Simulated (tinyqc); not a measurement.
Born-Oppenheimer dynamics on the RHF/sto-3g surface (energies and gradients from PySCF), for BeH+, spin multiplicity 1, step by step. Computed by tinyqc, a small Python program that keeps every step (integrals from PySCF). Settings: charge = 1, multiplicity = 1, basis = sto-3g, time step (fs) = 0.2, steps = 16. Command: `OMP_NUM_THREADS=1 python tinyqc.py 24042 24043 out.jsonl` (the two numbers bound the seeds that draw the settings). One thread of a shared host (Intel(R) Xeon(R) Processor @ 2.60GHz), about 0.9 s of CPU time with the checks.

## Velocity Verlet step 1

positions (bohr), order 1Be, 2H:
$$\begin{pmatrix}
0.000000 & 0.000000 & 0.000000 \\
0.000000 & 0.000000 & 2.724985
\end{pmatrix}$$

velocities (bohr per atomic time unit), order 1Be, 2H:
$$\begin{pmatrix}
-0.000004727 & 0.000009857 & -0.000001308 \\
0.000042273 & -0.000088143 & 0.000011692
\end{pmatrix}$$

gradient (hartree/bohr), order 1Be, 2H:
$$\begin{pmatrix}
0.00000000 & 0.00000000 & -0.03919034 \\
0.00000000 & 0.00000000 & 0.03919034
\end{pmatrix}$$

masses (electron masses): 1Be 16428.202802, 2H 1837.152588

gradient after step 1 (hartree/bohr), order 1Be, 2H:
$$\begin{pmatrix}
-0.00000558 & 0.00001163 & -0.03909413 \\
0.00000558 & -0.00001163 & 0.03909413
\end{pmatrix}$$

dt = 0.2 fs = 8.2683 atomic units; x' = x + v dt - g dt^2 / (2m); after the new gradient g', v' = v - (g + g') dt / (2m).

positions after step 1 (bohr), order 1Be, 2H:
$$\begin{pmatrix}
-0.000039 & 0.000082 & 0.000071 \\
0.000350 & -0.000729 & 2.724353
\end{pmatrix}$$

velocities after step 1 (bohr per atomic time unit), order 1Be, 2H:
$$\begin{pmatrix}
-0.000004726 & 0.000009854 & 0.000018393 \\
0.000042260 & -0.000088117 & -0.000164471
\end{pmatrix}$$

## Velocity Verlet step 2

gradient after step 2 (hartree/bohr), order 1Be, 2H:
$$\begin{pmatrix}
-0.00001107 & 0.00002308 & -0.03877560 \\
0.00001107 & -0.00002308 & 0.03877560
\end{pmatrix}$$

As before.

positions after step 2 (bohr), order 1Be, 2H:
$$\begin{pmatrix}
-0.000078 & 0.000163 & 0.000304 \\
0.000699 & -0.001457 & 2.722265
\end{pmatrix}$$

velocities after step 2 (bohr per atomic time unit), order 1Be, 2H:
$$\begin{pmatrix}
-0.000004722 & 0.000009845 & 0.000037988 \\
0.000042223 & -0.000088039 & -0.000339701
\end{pmatrix}$$

## Energy conservation

The total energy should stay constant up to terms of order dt^2; the step counts as short enough if it moves by less than 2 % of the largest kinetic energy.

Trajectory:
```
time (fs)  1Be-2H (angstrom)  potential (hartree)  kinetic (hartree)  total (hartree)
0.000000            1.442000         -14.66001046         0.00000990     -14.66000056
0.200000            1.441628         -14.66003798         0.00003738     -14.66000060
0.400000            1.440400         -14.66012832         0.00012759     -14.66000073
0.600000            1.438324         -14.66027942         0.00027848     -14.66000094
0.800000            1.435410         -14.66048781         0.00048656     -14.66000125
1.000000            1.431676         -14.66074864         0.00074700     -14.66000164
1.200000            1.427144         -14.66105569         0.00105358     -14.66000211
1.400000            1.421841         -14.66140149         0.00139883     -14.66000266
1.600000            1.415799         -14.66177736         0.00177408     -14.66000328
1.800000            1.409055         -14.66217351         0.00216955     -14.66000396
2.000000            1.401652         -14.66257926         0.00257456     -14.66000470
2.200000            1.393638         -14.66298313         0.00297766     -14.66000547
2.400000            1.385068         -14.66337313         0.00336686     -14.66000627
2.600000            1.376001         -14.66373700         0.00372993     -14.66000707
2.800000            1.366501         -14.66406256         0.00405471     -14.66000785
3.000000            1.356641         -14.66433806         0.00432948     -14.66000858
3.200000            1.346495         -14.66455262         0.00454338     -14.66000924
```

The total energy moves within 8.7e-06 hartree, under 2 % of the largest kinetic energy.
